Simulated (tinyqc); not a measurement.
Ballistic conductance of a hard-wall wire of rectangular section by counting modes: one step of the calculation.

Subband edges E_(a,b) = (C pi^2/m) [(a/W)^2 + (b/Hh)^2], a, b = 1, 2, ...; C = hbar^2/(2 m0). Every mode transmits fully; spin gives the factor 2 in 2 q^2/h, valleys the factor gv.

Question. Conductance and ballistic resistance. G = (2 q^2/h) gv M; at zero temperature M counts the edges below Ef, at T it is the sum of degeneracy times f. The smooth (Sharvin) count is kF^2 A/(4 pi), kF = sqrt(m Ef/C), A = W Hh, perimeter p = 2 (W + Hh), and with the boundary term kF^2 A/(4 pi) - kF p/(4 pi). The sum runs over the edges listed.

Inputs (values chosen for the exercise):
```
symbol  value  unit                                meaning
T           4     K                            temperature
m       0.067    m0                                   mass
gv          1                                      valleys
Ef      0.191    eV  Fermi energy above the bulk band edge
W          14    nm                                  width
Hh         12    nm                                 height
```

Constants: q = 1.602176634e-19 C, hbar = 1.054571817e-34 J s, h = 6.62607015e-34 J s, m0 = 9.1093837015e-31 kg, hbar^2/(2 m0) = 0.0380998212 eV nm^2. Results are converted to the units shown.

```
mode   edge (eV)  degeneracy          f
1,1   0.06760958           1  1.0000000
2,1   0.15351352           1  1.0000000
1,2   0.18453438           1  1.0000000
```

Find: M at zero temperature; M at T; G; resistance 1/G; smooth count.

Answer.

M at zero temperature = 3
M at T = 3.0000
G = 232.44 uS
resistance 1/G = 4.3021 kohm
smooth count = 4.4904

The smooth count is 50 % above M at T. With the boundary term it is 2.09.

tinyqc, about 0.5 s, one thread, Intel Xeon 2.30GHz (shared host): `OMP_NUM_THREADS=1 python tinyqc.py 2740120 2740121 out.jsonl`
